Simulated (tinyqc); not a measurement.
How the errors depend on the field: Haynes-Shockley experiment: drift, diffusion and decay of a minority-carrier pulse. Computed by tinyqc, a small Python program. Command: `OMP_NUM_THREADS=1 python tinyqc.py 3110309 3110310 out.jsonl haynes walk`. One thread of a shared host (Intel(R) Xeon(R) Processor @ 2.30GHz), about 0.01 s of CPU time with the checks.

A thin sheet of excess carriers is made at x = 0, t = 0 in a long uniform bar; injection is low, so the pulse moves with the minority mobility.

Inputs (values chosen for the exercise, modelled on electrons in p-type germanium in a lightly doped bar):
```
quantity                       value         unit
minority mobility mu            3490   cm^2/(V s)
lifetime tau                     440  microsecond
temperature T                    330            K
field F                          7.1         V/cm
distance d to the collector     0.84           cm
injected sheet density N0    2.3e+09       1/cm^2
```

Constants: k_B = 8.617333262e-05 eV/K.

Method:
- D = mu k_B T/e, v = mu F.
- Transit time d/v, diffusion length sqrt(D tau), drift length v tau, Peclet number v d/D = e F d/(k_B T).
- dn(x, t) = N0/sqrt(4 pi D t) exp(-(x - v t)^2/(4 D t) - t/tau).
- At fixed x the signal peaks where d ln(dn)/dt = 0: a t^2 + t/2 - x^2/(4 D) = 0 with a = v^2/(4 D) + 1/tau.
- The full width at half maximum is found by solving dn(x, t) = peak/2 on both sides of the peak.
- With w that width: mu = d/(F t_p); D = (w d)^2/(16 ln2 t_p^3). The field is scaled by the factors listed.

D = 99.2458 cm^2/s

Errors of the simple reading:
```
factor  F (V/cm)   v d/D  v^2 tau/(4 D)  error of mu (%)  error of D (%)
0.5         3.55   104.9            170           1.2516          1.6246
0.7         4.97   146.8            333           0.8333          1.1591
1.0         7.10   209.7            681           0.5514          0.8104
1.5        10.65   314.6           1531           0.3510          0.5397
2.5        17.75   524.3           4253           0.2027          0.3235
4.0        28.40   838.9          10888           0.1239          0.2020
7.0        49.70  1468.1          33346           0.0696          0.1154
```

What does the comparison show, and why?

The error of mu falls from 1.25 to 0.0696 %. For large v d/D it is about D/(v d) + 2 D/(v^2 tau), here 0.0696 % in the last row: one part from spreading, one from recombination.

Extremes, crossings and ranges named in words are read from the listed rows.
